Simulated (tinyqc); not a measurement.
## Undoped symmetric double-gate MOSFET, analytic potential model: effect of the temperature

An undoped body of thickness ts between two equal insulators and tied gates; long channel, electrons only, n = ni exp((psi - V)/Vt) with V the quasi-Fermi potential (0 at the source, Vd at the drain), constant mobility, no quantisation. Across the body psi(x) = V - 2 Vt ln[(ts/(2 beta)) sqrt(q ni/(2 eps0 eps_r Vt)) cos(2 beta x/ts)], x from the centre. Q is the electron charge per area of the whole body.

Nc and Nv are given at 250 K and scale as (T/250 K)^1.5; Eg and mu are held fixed. ni = sqrt(Nc Nv) exp(-Eg/(2 Vt)), Eg in volts; r = eps_r tox/(eox ts); V0 = dphi + 2 Vt ln[(2/ts) sqrt(2 eps0 eps_r Vt/(q ni))]. beta (between 0 and pi/2) solves (Vg - V0 - V)/(2 Vt) = ln(beta) - ln(cos beta) + 2 r beta tan(beta). Q = 8 eps0 eps_r Vt beta tan(beta)/ts; I = mu (1/L)(4 eps0 eps_r/ts)(2 Vt)^2 [g(beta_s) - g(beta_d)] per width, g = beta tan(beta) - beta^2/2 + r beta^2 tan^2(beta), with beta_s at V = 0 and beta_d at V = Vd.  I(low) is taken at Vg = 0.25 V, Qs and I(high) at Vg = 1 V.

Values chosen for this exercise; material values close to those of silicon: band gap Eg = 1.14 eV; relative permittivity of the semiconductor eps_r = 11.8; conduction-band density of states at the reference temperature Nc = 2.1e19 cm^-3; valence-band density of states at the reference temperature Nv = 2.05e19 cm^-3; relative permittivity of the gate insulator eox = 7.37; insulator thickness tox = 3.3 nm; body thickness ts = 15 nm; gate work function less that of the intrinsic body dphi = 0.01 V; channel mobility mu = 350 cm^2/(V s); gate length L = 1 um; drain voltage Vd = 0.3 V.

Constants: q = 1.602176634e-19 C, kB = 1.380649e-23 J/K, Vt = kB T/q, eps0 = 8.8541878128e-14 F/cm where lengths are in cm. Results are converted to the units shown.

Results:
```
T (K)	V0 (V)	I(low) (nA/um)	Qs(high) (nC/cm^2)	I(high) (uA/um)
220	0.5106	7.528e-4	1534	105.9
280	0.4887	0.05734	1554	109.4
310	0.4776	0.2778	1567	111.4
340	0.4663	1.040	1582	113.6
370	0.4549	3.200	1599	115.9
400	0.4434	8.432	1617	118.3
430	0.4319	19.63	1636	120.7
```

Estimate the missing row, T = 250 K.

Computed row:
```
T (K)	V0 (V)	I(low) (nA/um)	Qs(high) (nC/cm^2)	I(high) (uA/um)
250	0.4997	0.008369	1542	107.6
```

With this row back in the table: As T goes from 220 to 430 K, I(low) rises from 7.53e-4 to 19.6 nA/um and I(high) rises from 106 to 121 uA/um. V0 falls from 0.511 to 0.432 V. In every row the surface density at the source at the higher gate voltage passes 0.3 Nc, where Boltzmann statistics fail. In every row the mobility is held fixed, though a real one changes with T.

tinyqc, about 0.02 s, one thread, Intel Xeon 2.30GHz (shared host): `OMP_NUM_THREADS=1 python tinyqc.py 2440072 2440073 out.jsonl`
